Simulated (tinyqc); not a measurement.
What each parameter does: valley splitting of a silicon quantum well in envelope theory.

The well lies at 0 < z < L; U(z) = V0 [1/(1 + exp(z/w)) + 1/(1 + exp((L - z)/w))] - e F z, 1 mV/nm = 1e-4 eV/angstrom. The envelope psi solves -(c/ml) psi'' + U psi = E psi, c = hbar^2/2m0, by three-point differences on a grid of 0.1 angstrom from -40 to L + 40 angstrom. The two valleys at +/- k0 couple through D = C0 times the integral of exp(-i q z) U(z) psi^2, q = 2 k0 (2 pi/a), and split by Ev = 2|D|.

Random alloy: with Y(z) = Yw + (Yb - Yw) B(z), B the bracket in U, and in-plane density exp(-r^2/ad^2)/(pi ad^2), D gains a random complex part of variance sigma^2 = (C0^2/pi)(a^2 V0/(8 ad (Yb - Yw)))^2 (4/a) times the integral of psi^4 Y (1 - Y). Alone it gives a mean splitting sqrt(pi) sigma; together with the smooth part the rms splitting is 2 sqrt(|D|^2 + sigma^2).

Constants: hbar^2/2m0 = 3.80998211 eV angstrom^2.

Parameters, chosen for this exercise (near those of a strained Si well in SiGe; the results hold for these values, not for the real material):
```
symbol  value  unit      meaning
L       62     angstrom  well width
V0      0.21   eV        conduction offset
ml      0.904  m0        mass along z
w       0.6    angstrom  interface width parameter
F       5.6    mV/nm     field pressing towards the upper interface
k0      0.837  2 pi/a    valley position
a       5.431  angstrom  lattice constant
C0      0.268            Bloch overlap factor
Yb      0.33             Ge share of the barrier
Yw      0.02             Ge share of the well
ad      130    angstrom  dot radius
```

Orbital spacing, psi^2 at z = L, the smooth splitting and sigma; V0 is held fixed when Yw changes.

One parameter was then changed.

Results before and after:
```
case     E2 - E1 (meV)  psi^2(L) (1e-3/angstrom)  2|D| (micro-eV)  sigma (micro-eV)
base             27.31                     2.784            30.94              53.3
changed          27.31                     2.784            30.94              91.7
```

Which of these changes was made? (a) w = 0.42 angstrom; (b) F = 8.4 mV/nm; (c) C0 = 0.322; (d) ad = 170 angstrom; (e) V0 = 0.263 eV; (f) k0 = 0.817 2 pi/a; (g) L = 68 angstrom; (h) Yw = 0.05.

Answer: (h) Yw = 0.05. Of the candidates, run in turn, only this one gives the changed row.

All candidates:
```
case               E2 - E1 (meV)  psi^2(L) (1e-3/angstrom)  2|D| (micro-eV)  sigma (micro-eV)
base                       27.31                     2.784            30.94              53.3
ad = 170 angstrom          27.31                     2.784            30.94              40.8
Yw = 0.05                  27.31                     2.784            30.94              91.7
L = 68 angstrom            24.44                     2.652            31.73              52.3
V0 = 0.263 eV              27.97                     2.212            31.61              67.0
w = 0.42 angstrom          27.19                     2.858            62.44              53.2
F = 8.4 mV/nm              30.00                     3.909            45.23              55.5
k0 = 0.817 2 pi/a          27.31                     2.784            38.55              53.3
C0 = 0.322                 27.31                     2.784            37.17              64.1
```

Run: tinyqc, `OMP_NUM_THREADS=1 python tinyqc.py 1282131 1282132 out.jsonl`; Intel(R) Xeon(R) Processor @ 2.30GHz, one thread, shared host; about 0.2 s of CPU time with all checks.
